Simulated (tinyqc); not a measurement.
From results back to parameters: band gaps under pressure and temperature from deformation potentials. Two cases, with inputs chosen for the exercise.

Problem. A gap falls from its value at 0 K by aV T^2/(T + bV). The falls at two temperatures are given.

Find: T^2/fall; aV; bV.

Method. T^2/fall = (T + bV)/aV is a straight line in T with slope 1/aV and intercept bV/aV.

Case 1.

Values chosen (out of a larger set: near those of Si, the X and L potentials typical of such crystals; not measured data): T12 = (300, 500) K (two temperatures).

falls at the two temperatures (meV): 81.325301  152.439024

Solution.

T^2/fall (K^2/meV): 1106.7  1640.0

aV = 0.375 meV/K
bV = 115 K

Case 2.

Values chosen (out of a larger set: near those of GaSb, the X and L potentials typical of such crystals; not measured data): T12 = (150, 500) K (two temperatures).

falls at the two temperatures (meV): 32.550000  166.923077

Solution.

T^2/fall (K^2/meV): 691.2  1497.7

aV = 0.434 meV/K
bV = 150 K

Computed by tinyqc, one run a case: `OMP_NUM_THREADS=1 python tinyqc.py N N+1 out.jsonl` with N = 1050223, 1050239; one thread of a shared Intel(R) Xeon(R) Processor @ 2.30GHz, about 0.01 s a run at most.
